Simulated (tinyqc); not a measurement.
# Changing the trap density N_t

Model: admittance spectroscopy and thermally stimulated current of one trap level in a depletion layer. Computed by tinyqc, a small Python program. Command: `OMP_NUM_THREADS=1 python tinyqc.py 3111085 3111086 out.jsonl admit sweep`. One thread of a shared host (Intel(R) Xeon(R) Processor @ 2.30GHz), about 0.01 s of CPU time with the checks.

A Schottky junction on n-type material holds one donor-like electron trap; shallow donors are fully ionised and abrupt depletion edges are assumed.

Inputs (values chosen for the exercise, modelled on n-type 4H-SiC):
```
quantity                         value    unit
dielectric constant eps           9.59       -
density-of-states mass m          0.78     m_0
shallow doping N               2.6e+16  1/cm^3
trap depth E_t below the band    0.316      eV
capture cross section sigma    2.1e-14    cm^2
band bending V_b                   1.9       V
test frequency f                300000      Hz
```

Constants: k_B = 1.380649e-23 J/K; m_0 = 9.1093837015e-31 kg; h = 6.62607015e-34 J s; k_B = 8.617333262e-05 eV/K; eps_0 = 8.8541878128e-12 F/m; e = 1.602176634e-19 C.

Method:
- N_c = 2 (2 pi m k_B T/h^2)^(3/2), v_th = sqrt(3 k_B T/m), emission rate e_n = sigma v_th N_c exp(-E_t/(k_B T)).
- Where the level crosses the Fermi level capture equals emission, so the trap follows the signal with the rate 2 e_n; G/omega peaks at omega = 2 e_n (the correction for large N_t/N is left out).
- Solve 2 e_n(T_p) = 2 pi f.
- With E_c - E_F = k_B T_p ln(N_c/N): lambda = sqrt(2 eps eps_0 (E_t - (E_c - E_F))/(e^2 N)); traps are empty and charged for x < x_t = w - lambda, and V_b = e (N w^2 + N_t x_t^2)/(2 eps eps_0). High frequency: C_hf = eps eps_0/w. Low frequency: C_lf = eps eps_0 (N + N_t)/(N w + N_t x_t).

One run for each value:
```
trap density N_t (1/cm^3)  step (C_lf - C_hf)/C_hf  small-N_t estimate (N_t/N)(lambda/w)  depletion width w (nm)
2.60e+14                                    0.0031                                0.0031                   277.7
5.50e+14                                    0.0066                                0.0066                   276.9
1.20e+15                                    0.0141                                0.0146                   275.4
2.50e+15                                    0.0288                                0.0307                   272.3
5.40e+15                                    0.0596                                0.0679                   266.1
1.10e+16                                    0.1126                                0.1440                   255.8
2.40e+16                                    0.2133                                0.3380                   237.7
5.20e+16                                    0.3735                                0.8159                   213.4
```

Over the rows, step (C_lf - C_hf)/C_hf rises from 0.00311 to 0.374 (exponent d ln y / d ln x 0.99 between the first rows and 0.72 between the last); small-N_t estimate (N_t/N)(lambda/w) rises from 0.00314 to 0.816 (exponent d ln y / d ln x 1.0 between the first rows and 1.1 between the last); depletion width w (nm) falls from 278 to 213 (exponent d ln y / d ln x -0.0035 between the first rows and -0.14 between the last). At the low end the exponent of step (C_lf - C_hf)/C_hf is 0.99, close to 1: a dilute trap.

Caution (rows 1.10e16, 2.40e16, 5.20e16): N_t/N is not small, so the peak moves away from omega = 2 e_n.

Extremes, crossings and ranges named in words are read from the listed rows.
